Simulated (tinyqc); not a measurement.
MP2 on RHF in the sto-6g basis, for H2, spin multiplicity 1, step by step. One step of it, computed by the program tinyqc.

Problem. Iteration 2 (converged): orbitals. Diagonalise F' = X^T F X, C = X C', fill 1 alpha and 1 beta electrons from the bottom; D = 2 C_occ C_occ^T. Each column has its largest component positive (the first on a tie).

converged F (hartree):
```
           1H 1s      2H 1s
1H 1s  -0.324651  -0.556463
2H 1s  -0.556463  -0.324651
```

X:
```
           1H 1s      2H 1s
1H 1s   1.189902  -0.400475
2H 1s  -0.400475   1.189902
```

Give: F' = X^T F X; orbital energies; coefficients C; D after iteration 2.

Solution.

F' = X^T F X (hartree):
```
        1       2
1   0.019  -0.568
2  -0.568   0.019
```

orbital energies (hartree): MO1 -0.549, MO2 0.586

coefficients C:
```
         MO1     MO2
1H 1s  0.558   1.125
2H 1s  0.558  -1.125
```

D after iteration 2:
```
       1H 1s  2H 1s
1H 1s  0.623  0.623
2H 1s  0.623  0.623
```
